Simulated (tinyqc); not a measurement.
Frequency dispersion of an accumulation capacitance by border traps, distributed model: one step of the calculation.

Traps spread evenly through the insulator exchange electrons with the semiconductor by tunnelling, with tau(x) = t0 exp(2 ka x) at depth x from the interface. The admittance per area Y seen at depth x obeys dY/dx = -Y^2/(i w eps0 eox) + q Nb ln(1 + i w tau)/tau, with Y(0) = i w Cs and w = 2 pi f; the gate sees Y(tox) = G + i w C. Working variable y = Y/(i w), in uF/cm^2. Cox = eps0 eox/tox.

Task. Scales and lumped estimate. Cox; trap-free value 1/(1/Cox + 1/Cs); response depth d = ln(1/(w t0))/(2 ka), where w tau = 1; lumped estimate: all traps within d act as C_bt = q Nb d placed at d/2, so C = 1/{1/[1/(1/Cs + d/(2 eps0 eox)) + C_bt] + (tox - d/2)/(eps0 eox)}.

Parameters, values chosen for the exercise; permittivity close to that of silicon dioxide: relative permittivity of the insulator eox = 3.82; insulator thickness tox = 6.6 nm; semiconductor capacitance in accumulation Cs = 6.7 uF/cm^2; density of border traps Nb = 1.2e19 cm^-3 eV^-1; decay constant of the wave function in the insulator ka = 5.8 1/nm; time constant of a trap at the interface t0 = 1e-9 s; frequency f = 1e6 Hz.

Constants: q = 1.602176634e-19 C, eps0 = 8.8541878128e-14 F/cm where lengths are in cm. Results are converted to the units shown.

Find: Cox; trap-free C; d; C_bt; lumped C.

Result.

Cox = 0.5125 uF/cm^2
trap-free C = 0.4761 uF/cm^2
d = 0.4371 nm
C_bt = 0.08403 uF/cm^2
lumped C = 0.4769 uF/cm^2

The traps within reach amount to 0.0125 Cs and lie in the first 6.62 % of the insulator.

tinyqc, about 0.6 s, one thread, Intel Xeon 2.30GHz (shared host): `OMP_NUM_THREADS=1 python tinyqc.py 2202216 2202217 out.jsonl`
